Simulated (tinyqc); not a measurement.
What each input does: carrier statistics of a doped semiconductor with parabolic bands.

Eg(T) = Eg0 - al T^2/(T + be); m_de = Mv^(2/3) (ml mt^2)^(1/3); m_dh = (mhh^(3/2) + mlh^(3/2))^(2/3); Nc and Nv from N = 2 (m kB T/(4 pi c))^(3/2) with c = hbar^2/2m0, in 1/angstrom^3; times 1e24 for 1/cm^3.

Energies are counted from Ev, so Ec = Eg. n = Nc F_1/2((EF - Eg)/kT), p = Nv F_1/2(-EF/kT), ND+ = ND/(1 + 2 exp((EF - Eg + ED)/kT)), NA- = NA/(1 + 4 exp((EA - EF)/kT)); neutrality asks p + ND+ = n + NA-. F_j(eta) = (1/Gamma(j + 1)) integral_0^infinity x^j dx/(1 + exp(x - eta)), which tends to exp(eta) for eta << 0.

Constants: hbar^2/2m0 = 3.80998211 eV angstrom^2; kB = 8.617333262e-05 eV/K.

Inputs chosen for the exercise (near those of SiC; shifted at random, so the results belong to these values and not to a real crystal): Eg0 = 3.238 eV (gap at 0 K); al = 0.000653 eV/K (Varshni alpha); be = 1301 K (Varshni beta); ml = 0.337 m0 (longitudinal electron mass); mt = 0.418 m0 (transverse electron mass); Mv = 3 (equivalent valleys); mhh = 0.973 m0 (heavy-hole mass); mlh = 0.446 m0 (light-hole mass); ND = 5.7e+12 1/cm^3 (donors); NA = 3.9e+15 1/cm^3 (acceptors); ED = 0.0592 eV (donor level below Ec); EA = 0.206 eV (acceptor level above Ev); T = 350 K.

Neutrality solved anew for each case.

One parameter was then changed.

Results before and after:

| case | EF (eV) | n (1/cm^3) | p (1/cm^3) |
|---|---|---|---|
| base | 0.2859 | 3.56e-23 | 3.04e+15 |
| changed | 0.2859 | 6.79e-24 | 3.04e+15 |

Which of these changes was made? (a) NA = 5.07e+15 1/cm^3; (b) EA = 0.309 eV; (c) mt = 0.5016 m0; (d) ND = 1.14e+13 1/cm^3; (e) Eg0 = 3.288 eV; (f) mhh = 1.1676 m0; (g) T = 390 K.

Answer: (e) Eg0 = 3.288 eV. Of the candidates, run in turn, only this one gives the changed row.

All candidates:

| case | EF (eV) | n (1/cm^3) | p (1/cm^3) |
|---|---|---|---|
| base | 0.2859 | 3.56e-23 | 3.04e+15 |
| T = 390 K | 0.3200 | 3.04e-18 | 3.43e+15 |
| ND = 1.14e+13 1/cm^3 | 0.2860 | 3.57e-23 | 3.03e+15 |
| NA = 5.07e+15 1/cm^3 | 0.2795 | 2.88e-23 | 3.75e+15 |
| Eg0 = 3.288 eV | 0.2859 | 6.79e-24 | 3.04e+15 |
| mt = 0.5016 m0 | 0.2859 | 4.28e-23 | 3.04e+15 |
| mhh = 1.1676 m0 | 0.2913 | 4.26e-23 | 3.15e+15 |
| EA = 0.309 eV | 0.3192 | 1.07e-22 | 1.01e+15 |

Run: tinyqc, `OMP_NUM_THREADS=1 python tinyqc.py 1682155 1682156 out.jsonl`; Intel(R) Xeon(R) Processor @ 2.30GHz, one thread, shared host; about 0.01 s of CPU time with all checks.
